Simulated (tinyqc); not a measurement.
Complex band structure along [001] in sp3s* tight binding: one step. The layer matrices. Three cases, with inputs chosen for the exercise.

Question. Parameters in the order Esa, Epa, Esc, Epc, Exa, Exc, Vss, Vxx, Vxy, Vsapc, Vscpa, Vxapc, Vpaxc. Form H0 and T.

For k = (0, 0, kz) the phase sums are g0 = cos(phi) and g3 = i sin(phi), phi = kz a/4, and the s, pz, s* orbitals of anion (a) and cation (c) decouple from px, py. With z = exp(i phi), H(z) = H0 + z T + T^T/z for any complex z. H0 is diagonal (Esa, Epa, Exa, Esc, Epc, Exc). The anion-cation block is B(z) = z U + W/z and the cation-anion block z W^T + U^T/z, where U has Vss/2 (s,s), Vsapc/2 (s,z), -Vscpa/2 (z,s), Vxx/2 (z,z), Vxapc/2 (s*,z), -Vpaxc/2 (z,s*), and W has the same values with the s-z and s*-z signs reversed. |z| = 1 is a band state, |z| < 1 decays along [001] as exp(-kappa d) over a distance d, kappa = -(4/a) ln|z|. No spin-orbit coupling.

Give: diagonal of H0; T.

Case 1.

Values chosen (out of a larger set: near a published set for InAs, fitted to gaps, whose masses and valley positions are rough (light masses up to twice too heavy); not measured data): p = (-9.461, 0.921, -2.733, 3.742, 7.366, 6.729, -5.664, 1.85, 4.478, 3.028, 5.497, 3.356, 3.918) eV (order Esa, Epa, Esc, Epc, Exa, Exc, Vss, Vxx, Vxy, Vsapc, Vscpa, Vxapc, Vpaxc).

Answer.

diagonal of H0 (eV): sa -9.4610, za 0.9210, s*a 7.3660, sc -2.7330, zc 3.7420, s*c 6.7290

T (eV):
```
,sa,za,s*a,sc,zc,s*c
sa,0.0000,0.0000,0.0000,-2.8320,1.5140,0.0000
za,0.0000,0.0000,0.0000,-2.7485,0.9250,-1.9590
s*a,0.0000,0.0000,0.0000,0.0000,1.6780,0.0000
sc,-2.8320,2.7485,0.0000,0.0000,0.0000,0.0000
zc,-1.5140,0.9250,-1.6780,0.0000,0.0000,0.0000
s*c,0.0000,1.9590,0.0000,0.0000,0.0000,0.0000
```

Case 2.

Values chosen (out of a larger set: near a published set for InAs, fitted to gaps, whose masses and valley positions are rough (light masses up to twice too heavy); not measured data): p = (-9.487, 0.911, -2.739, 3.725, 7.482, 6.701, -5.567, 1.852, 4.484, 3.002, 5.503, 3.342, 3.912) eV (order Esa, Epa, Esc, Epc, Exa, Exc, Vss, Vxx, Vxy, Vsapc, Vscpa, Vxapc, Vpaxc).

Answer.

diagonal of H0 (eV): sa -9.4870, za 0.9110, s*a 7.4820, sc -2.7390, zc 3.7250, s*c 6.7010

T (eV):
```
,sa,za,s*a,sc,zc,s*c
sa,0.0000,0.0000,0.0000,-2.7835,1.5010,0.0000
za,0.0000,0.0000,0.0000,-2.7515,0.9260,-1.9560
s*a,0.0000,0.0000,0.0000,0.0000,1.6710,0.0000
sc,-2.7835,2.7515,0.0000,0.0000,0.0000,0.0000
zc,-1.5010,0.9260,-1.6710,0.0000,0.0000,0.0000
s*c,0.0000,1.9560,0.0000,0.0000,0.0000,0.0000
```

Case 3.

Values chosen (out of a larger set: near a published set for GaP, fitted to gaps, whose masses and valley positions are rough (light masses up to twice too heavy); not measured data): p = (-8.073, 1.12, -2.221, 4.15, 8.591, 7.252, -7.498, 2.173, 5.187, 4.253, 6.387, 4.631, 5.088) eV (order Esa, Epa, Esc, Epc, Exa, Exc, Vss, Vxx, Vxy, Vsapc, Vscpa, Vxapc, Vpaxc).

Answer.

diagonal of H0 (eV): sa -8.0730, za 1.1200, s*a 8.5910, sc -2.2210, zc 4.1500, s*c 7.2520

T (eV):
```
,sa,za,s*a,sc,zc,s*c
sa,0.0000,0.0000,0.0000,-3.7490,2.1265,0.0000
za,0.0000,0.0000,0.0000,-3.1935,1.0865,-2.5440
s*a,0.0000,0.0000,0.0000,0.0000,2.3155,0.0000
sc,-3.7490,3.1935,0.0000,0.0000,0.0000,0.0000
zc,-2.1265,1.0865,-2.3155,0.0000,0.0000,0.0000
s*c,0.0000,2.5440,0.0000,0.0000,0.0000,0.0000
```

Computed by tinyqc, one run a case: `OMP_NUM_THREADS=1 python tinyqc.py N N+1 out.jsonl` with N = 1480454, 1480508, 1480775; one thread of a shared Intel(R) Xeon(R) Processor @ 2.30GHz, about 0.02 s a run at most.
